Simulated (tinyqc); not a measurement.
RKS/B3LYP (VWN-RPA form) in the sto-6g basis, for H3+, spin multiplicity 1, step by step. One step of it, computed by the program tinyqc.

Problem. Iteration 1: building the Kohn-Sham matrix. J_ij = sum D_kl (ij|kl), K_ij = sum D_kl (ik|jl); F = H + J - 0.1 K + V_xc; E = tr D H + tr D J / 2 - 0.05 tr D K + E_xc + E_nn.

D at the start, order 1H 1s, 2H 1s, 3H 1s:
$$\begin{pmatrix}
0.603052 & 0.060063 & 0.060065 \\
0.060063 & 0.640137 & 0.023644 \\
0.060065 & 0.023644 & 0.640131
\end{pmatrix}$$

core Hamiltonian H = T + V (hartree), order 1H 1s, 2H 1s, 3H 1s:
$$\begin{pmatrix}
-1.442073 & -0.791509 & -0.791676 \\
-0.791509 & -1.228116 & -0.239625 \\
-0.791676 & -0.239625 & -1.228183
\end{pmatrix}$$

Two-electron integrals (ij|kl) in chemists' order, unique and non-zero (hartree):
```
(11|11) 0.774999   (21|11) 0.280977   (21|21) 0.133245   (22|11) 0.457695
(22|21) 0.280977   (22|22) 0.774999   (31|11) 0.281047   (31|21) 0.099103
(31|22) 0.161760   (31|31) 0.133304   (32|11) 0.072161   (32|21) 0.031244
(32|22) 0.061521   (32|31) 0.031250   (32|32) 0.008736   (33|11) 0.457746
(33|21) 0.161736   (33|22) 0.270612   (33|31) 0.281047   (33|32) 0.061521
(33|33) 0.774999
```

nuclear repulsion = 1.26652762 hartree

V_xc (hartree), order 1H 1s, 2H 1s, 3H 1s:
$$\begin{pmatrix}
-0.337030 & -0.138491 & -0.138531 \\
-0.138491 & -0.325753 & -0.035299 \\
-0.138531 & -0.035299 & -0.325764
\end{pmatrix}$$

E_xc = sum of w rho eps_xc = -0.51583405 hartree

Give: Coulomb J; exchange K; Kohn-Sham matrix F; total energy of this density.

Solution.

Coulomb J (hartree), order 1H 1s, 2H 1s, 3H 1s:
$$\begin{pmatrix}
1.124 & 0.482 & 0.482 \\
0.482 & 1.001 & 0.130 \\
0.482 & 0.130 & 1.001
\end{pmatrix}$$

exchange K (hartree), order 1H 1s, 2H 1s, 3H 1s:
$$\begin{pmatrix}
0.710 & 0.420 & 0.420 \\
0.420 & 0.622 & 0.168 \\
0.420 & 0.168 & 0.623
\end{pmatrix}$$

Kohn-Sham matrix F (hartree), order 1H 1s, 2H 1s, 3H 1s:
$$\begin{pmatrix}
-0.726 & -0.490 & -0.490 \\
-0.490 & -0.615 & -0.162 \\
-0.490 & -0.162 & -0.615
\end{pmatrix}$$

total energy of this density = -0.91844 hartree

This density is the starting one; it is not idempotent, so its energy is not variational and may lie below the converged one.
